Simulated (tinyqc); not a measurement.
# Tunnelling through a two-layer gate stack, WKB transmission and Tsu-Esaki current: effects of single changes

Electrons leave the emitter at x = 0. Energies E (motion across the layers) are in eV from the emitter Fermi level; the collector Fermi level lies at -V and offers states at every E. No charge in the dielectric and no image force: F1 = V/(t1 + t2 eps1/eps2), F2 = F1 eps1/eps2; U = phi1 - F1 x in layer 1 and phi2 - F1 t1 - F2 (x - t1) in layer 2. With C = hbar^2/(2 m0), kappa = sqrt(m (U - E)/C) where U > E and 0 elsewhere; T(E) = exp(-S), S = 2 times the integral of kappa over x.

Parameters, values chosen for the exercise; layer 1 close to silicon dioxide, layer 2 close to hafnium oxide:
```
symbol,value,unit,meaning
T,77,K,temperature
Ef,0.23,eV,Fermi energy of the emitter above its band bottom
me,0.81,m0,emitter mass in the supply function
phi1,3.16,eV,barrier of layer 1 above the emitter Fermi level at zero bias
m1,0.52,m0,tunnelling mass of layer 1
t1,0.9,nm,thickness of layer 1
eps1,3.99,,relative permittivity of layer 1
phi2,1.52,eV,barrier of layer 2 at zero bias
m2,0.21,m0,tunnelling mass of layer 2
t2,2.5,nm,thickness of layer 2
eps2,22.2,,relative permittivity of layer 2
V,0.8,V,voltage across the dielectric
```

Constants: q = 1.602176634e-19 C, kB = 1.380649e-23 J/K, hbar = 1.054571817e-34 J s, m0 = 9.1093837015e-31 kg, Vt = kB T/q, hbar^2/(2 m0) = 0.0380998212 eV nm^2. Results are converted to the units shown.

Each table varies one quantity; the others keep the values above.

## Effect of the tunnelling mass m1

Each layer adds (2/F) sqrt(m/C) [G(u at its left edge) - G(u at its right edge)] to S, with u = U - E (0 where negative) and G(u) = (2/3) u^1.5. J = J0 times the integral of T(E) N(E) dE, N = ln[(1 + exp(-E/Vt))/(1 + exp((-E - V)/Vt))], J0 = q^2 me m0 kB T/(2 pi^2 hbar^3) (times 1e-4 for A/cm^2 per eV), from E = -Ef to far above the barrier (T = 1 there), by quadrature converged to the digits shown.

Effect of the tunnelling mass m1:

| m1 (m0) | S at E = 0 | T(E = 0) | J (A/cm^2) | mean E of the current (eV) |
|---|---|---|---|---|
| 0.12 | 16.26 | 8.647e-8 | 11.10 | -0.1304 |
| 0.15 | 16.90 | 4.554e-8 | 5.764 | -0.1300 |
| 0.2 | 17.84 | 1.780e-8 | 2.206 | -0.1295 |
| 0.25 | 18.67 | 7.779e-9 | 0.9468 | -0.1290 |
| 0.31 | 19.56 | 3.194e-9 | 0.3812 | -0.1285 |
| 0.4 | 20.75 | 9.749e-10 | 0.1134 | -0.1278 |
| 0.5 | 21.92 | 3.024e-10 | 0.03428 | -0.1271 |
| 0.63 | 23.28 | 7.776e-11 | 0.008560 | -0.1262 |

J falls from 11.1 to 0.00856 A/cm^2. S goes as m1^(0.22): only one of the two layers feels this mass, so the power is below 0.5.

## Current against voltage

Same model as above.

Result of one run:

| V (V) | S at E = 0 | T(E = 0) | J (A/cm^2) | mean E of the current (eV) |
|---|---|---|---|---|
| 2.21 | 10.42 | 2.998e-5 | 3583 | -0.1245 |

What becomes of these results when the voltage across the dielectric V is changed from 2.21 to 1.06 V, all else the same?

Result of the changed run:

| V (V) | S at E = 0 | T(E = 0) | J (A/cm^2) | mean E of the current (eV) |
|---|---|---|---|---|
| 1.06 | 20.47 | 1.291e-9 | 0.1295 | -0.1239 |

The whole series:

| V (V) | S at E = 0 | T(E = 0) | J (A/cm^2) | mean E of the current (eV) |
|---|---|---|---|---|
| 0.2 | 25.35 | 9.779e-12 | 0.001283 | -0.1301 |
| 0.49 | 23.88 | 4.242e-11 | 0.005270 | -0.1294 |
| 0.77 | 22.32 | 2.030e-10 | 0.02316 | -0.1272 |
| 1.06 | 20.47 | 1.291e-9 | 0.1295 | -0.1239 |
| 1.35 | 18.20 | 1.243e-8 | 0.9908 | -0.1179 |
| 1.64 | 14.72 | 4.065e-7 | 17.79 | -0.09816 |
| 1.92 | 11.96 | 6.393e-6 | 436.1 | -0.1090 |
| 2.21 | 10.42 | 2.998e-5 | 3583 | -0.1245 |
| 2.5 | 10.09 | 4.163e-5 | 9959 | -0.1433 |

J rises from 0.00128 to 9960 A/cm^2, by 2.12 decades a volt between the first two rows and 1.53 between the last two. From V = 1.64 V on (among the rows) a band edge falls below the emitter Fermi level, so electrons at E = 0 no longer cross the full thickness. In 5 of the 9 rows the field exceeds 10 MV/cm (up to 18.5), more than most dielectrics sustain; the model ignores breakdown.

Program tinyqc, `OMP_NUM_THREADS=1 python tinyqc.py 2540039 2540040 out.jsonl`; Intel Xeon 2.30GHz, shared host, one thread, about 0.02 s.
